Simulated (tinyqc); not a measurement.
Virtual-crystal alloy A(1-x)B(x) in sp3s* tight binding, step by step. Values are carried at full precision from step to step, so a last printed digit may differ when a step is redone from the rounded ones.

Virtual crystal: a(x) = (1 - x) aA + x aB (Vegard); the six levels are averaged linearly; the seven couplings follow Harrison's rule, V(x) a(x)^2 = (1 - x) V_A aA^2 + x V_B aB^2. No spin-orbit coupling and no disorder. Gaps are measured from the top of the valence band at Gamma; the Delta value is the minimum on (kx,0,0) for kx from 0.5 to 1.

Parameters, chosen for this exercise (A near a published set for Si, B for Ge; such sets place X and L only to about 0.5 eV; not measured data): aA = 5.429 angstrom (lattice constant of A); aB = 5.656 angstrom (of B); pA = (-4.189, 1.71, -4.189, 1.71, 6.662, 6.662, -8.301, 1.713, 4.579, 5.707, 5.707, 5.386, 5.386) eV (order Esa, Epa, Esc, Epc, Exa, Exc, Vss, Vxx, Vxy, Vsapc, Vscpa, Vxapc, Vpaxc); pB = (-5.861, 1.615, -5.861, 1.615, 6.409, 6.409, -6.757, 1.615, 4.902, 5.447, 5.447, 5.201, 5.201) eV (the same for B); x = 0.58 (fraction of B).

## Parameters of the alloy

Form a(x) and the thirteen parameters.

a(x) = 5.5607 angstrom

parameters (eV): Esa -5.1588, Epa 1.6549, Esc -5.1588, Epc 1.6549, Exa 6.5153, Exc 6.5153, Vss -7.3779, Vxx 1.6549, Vxy 4.7747, Vsapc 5.5533, Vscpa 5.5533, Vxapc 5.2772, Vpaxc 5.2772

Against a plain linear average the 1/a^2 rule changes Vss by +27.6 meV and Vxy by +8.3 meV.

## Levels at Gamma

The parameters stand in the order Esa, Epa, Esc, Epc, Exa, Exc, Vss, Vxx, Vxy, Vsapc, Vscpa, Vxapc, Vpaxc. At k = 0 the s levels are the roots of [[Esa, Vss], [Vss, Esc]] and the p levels those of [[Epa, Vxx], [Vxx, Epc]]; the direct gap runs from the lower p root to the lower of the two upper roots.

s roots (eV): -12.5366  2.2191

p roots (eV): 0.0000  3.3098

direct gap = 2.2191 eV

The lowest empty level at Gamma is s-like.

## The Hamiltonian at L

sp3s* tight binding, nearest neighbours only: anion (a) at 0, cation (c) at a/4 (1,1,1), orbitals s, px, py, pz, s* on each; k in units of 2 pi/a. With phases e_j = exp(i (pi/2) k.n_j) for n = (1,1,1), (1,-1,-1), (-1,1,-1), (-1,-1,1): g0 = (e1+e2+e3+e4)/4, g1 = (e1+e2-e3-e4)/4, g2 = (e1-e2+e3-e4)/4, g3 = (e1-e2-e3+e4)/4. The diagonal holds the levels Esa, Epa, Exa (s*) and Esc, Epc, Exc. Anion-cation block: <sa|sc> = Vss g0; <sa|xc> = Vsapc g1; <xa|sc> = -Vscpa g1; <xa|xc> = Vxx g0; <xa|yc> = <ya|xc> = Vxy g3, <xa|zc> = <za|xc> = Vxy g2, <ya|zc> = <za|yc> = Vxy g1; <s*a|xc> = Vxapc g1; <xa|s*c> = -Vpaxc g1; y and z take g2 and g3 in place of g1; s-s* and s*-s* vanish.

k = (1/2,1/2,1/2); parameters in the order Esa, Epa, Esc, Epc, Exa, Exc, Vss, Vxx, Vxy, Vsapc, Vscpa, Vxapc, Vpaxc.

g0, g1, g2, g3: 0.3536-0.3536i  -0.3536+0.3536i  -0.3536+0.3536i  -0.3536+0.3536i

H (eV):
```
                  sa               xa               ya               za              s*a               sc
sa           -5.1588                0                0                0                0  -2.6085+2.6085i
xa                 0           1.6549                0                0                0   1.9634-1.9634i
ya                 0                0           1.6549                0                0   1.9634-1.9634i
za                 0                0                0           1.6549                0   1.9634-1.9634i
s*a                0                0                0                0           6.5153                0
sc   -2.6085-2.6085i   1.9634+1.9634i   1.9634+1.9634i   1.9634+1.9634i                0          -5.1588
xc   -1.9634-1.9634i   0.5851+0.5851i  -1.6881-1.6881i  -1.6881-1.6881i  -1.8658-1.8658i                0
yc   -1.9634-1.9634i  -1.6881-1.6881i   0.5851+0.5851i  -1.6881-1.6881i  -1.8658-1.8658i                0
zc   -1.9634-1.9634i  -1.6881-1.6881i  -1.6881-1.6881i   0.5851+0.5851i  -1.8658-1.8658i                0
s*c                0   1.8658+1.8658i   1.8658+1.8658i   1.8658+1.8658i                0                0

                  xc               yc               zc             s*c
sa   -1.9634+1.9634i  -1.9634+1.9634i  -1.9634+1.9634i               0
xa    0.5851-0.5851i  -1.6881+1.6881i  -1.6881+1.6881i  1.8658-1.8658i
ya   -1.6881+1.6881i   0.5851-0.5851i  -1.6881+1.6881i  1.8658-1.8658i
za   -1.6881+1.6881i  -1.6881+1.6881i   0.5851-0.5851i  1.8658-1.8658i
s*a  -1.8658+1.8658i  -1.8658+1.8658i  -1.8658+1.8658i               0
sc                 0                0                0               0
xc            1.6549                0                0               0
yc                 0           1.6549                0               0
zc                 0                0           1.6549               0
s*c                0                0                0          6.5153
```

## Levels at L

Diagonalise H; four bands are filled. The top of the valence band is the lower p root at Gamma.

levels (eV): -10.4125  -7.5681  -1.5599  -1.5599  1.4623  2.4751  4.8697  4.8697  8.8589  11.2071

gap from the valence top to L = 1.4623 eV

## The three valleys

The same at Gamma, along Delta and at L.

gaps (eV): Gamma 2.2191, Delta 0.9531, L 1.4623

position of the Delta minimum = 0.774 2 pi/a

In this model the alloy is indirect, with its lowest valley at the Delta line and the next 509 meV above. The bowing from disorder and bond relaxation, left out here, lowers real gaps, by tenths of an eV in badly matched pairs.

## Checks

- Direct gap from the blocks against the full matrix: both 2.21911.

Run: tinyqc, `OMP_NUM_THREADS=1 python tinyqc.py 1482849 1482850 out.jsonl`; Intel(R) Xeon(R) Processor @ 2.30GHz, one thread, shared host; about 0.05 s of CPU time with all checks.
